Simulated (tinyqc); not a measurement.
# Electron mobility in a silicon inversion layer, empirical terms and Matthiessen rule: effect of the inversion density

Inversion layer of sheet density Ns on a uniformly doped body, under a high-permittivity gate with an interlayer. The mobility terms are empirical power laws with prefactors chosen for the exercise; adding their inverses (Matthiessen) is itself an approximation.

ni = sqrt(Nc Nv) exp(-Eg/(2 Vt)), Eg in volts; Ndep = sqrt(2 eps0 eps_r Nb (2 Vt ln(Nb/ni) + Vsb)/q); E = q (Ndep + eta Ns)/(eps0 eps_r), in MV/cm. With t = T/(300 K): muC = Ac (Ns/1e12 cm^-2) t/(Nb/1e17 cm^-3 + Nit/1e11 cm^-2), muP = Ap E^(-1/3) t^(-1.75), muS = As E^(-gs), muR = Ar exp(2 ti/lr)/t; 1/mu is the sum of the inverses.

Parameters, values chosen for the exercise; material values close to those of silicon:

| symbol | value | unit | meaning |
|---|---|---|---|
| T | 300 | K | temperature |
| Eg | 1.13 | eV | band gap |
| eps_r | 11.9 |  | relative permittivity of the semiconductor |
| Nc | 2.75e19 | cm^-3 | conduction-band density of states at T |
| Nv | 2.68e19 | cm^-3 | valence-band density of states at T |
| Nb | 2e17 | cm^-3 | body doping |
| Vsb | 0 | V | reverse body bias |
| eta | 0.5 |  | weight of the inversion charge in the effective field |
| Ap | 422 | cm^2/(V s) | phonon-limited mobility at 1 MV/cm and 300 K |
| As | 1250 | cm^2/(V s) | roughness-limited mobility at 1 MV/cm |
| gs | 2 |  | exponent of the roughness term |
| Ac | 2000 | cm^2/(V s) | Coulomb prefactor |
| Nit | 4.2e11 | cm^-2 | charge at the interface |
| Ar | 340 | cm^2/(V s) | remote-phonon mobility without interlayer |
| ti | 1.3 | nm | interlayer thickness |
| lr | 0.5 | nm | decay length of remote phonons |

Constants: q = 1.602176634e-19 C, kB = 1.380649e-23 J/K, Vt = kB T/q, eps0 = 8.8541878128e-14 F/cm where lengths are in cm. Results are converted to the units shown.

The same in every row: muR (cm^2/(V s)) = 6.163e4.

Results:
```
Ns (cm^-2)	E (MV/cm)	muC (cm^2/(V s))	muP (cm^2/(V s))	muS (cm^2/(V s))	mu (cm^2/(V s))
2e11	0.2460	64.52	673.5	2.065e4	58.65
3.6e11	0.2582	116.1	662.7	1.875e4	98.14
6.3e11	0.2787	203.2	646.0	1.609e4	152.7
1.1e12	0.3145	354.8	620.6	1.264e4	221.0
2e12	0.3829	645.2	581.1	8526	293.7
3.6e12	0.5045	1161	530.1	4910	337.0
6.3e12	0.7098	2032	473.1	2481	330.6
2e13	1.751	6452	350.1	407.5	182.4
```

Estimate the missing row, Ns = 1.1e13 cm^-2.

Computed row:
```
Ns (cm^-2)	E (MV/cm)	muC (cm^2/(V s))	muP (cm^2/(V s))	muS (cm^2/(V s))	mu (cm^2/(V s))
1.1e13	1.067	3548	413.0	1098	275.4
```

With this row back in the table: As Ns goes from 2e11 to 2e13 cm^-2, E rises from 0.246 to 1.75 MV/cm and mu goes from 58.7 through a maximum of 337 (at Ns = 3.6e12 cm^-2 among the rows listed) to 182 cm^2/(V s). The smallest term is the Coulomb one in the first row and the phonon one in the last. Screening lifts the Coulomb term as Ns grows while the field presses the carriers to the interface, hence the maximum. At Ns = 2e13 cm^-2 E passes 1.5 MV/cm, beyond the usual range of such laws.

Computed by the program tinyqc: `OMP_NUM_THREADS=1 python tinyqc.py 2510157 2510158 out.jsonl`, one thread of a shared Intel Xeon 2.30GHz, about 0.01 s for the whole run.
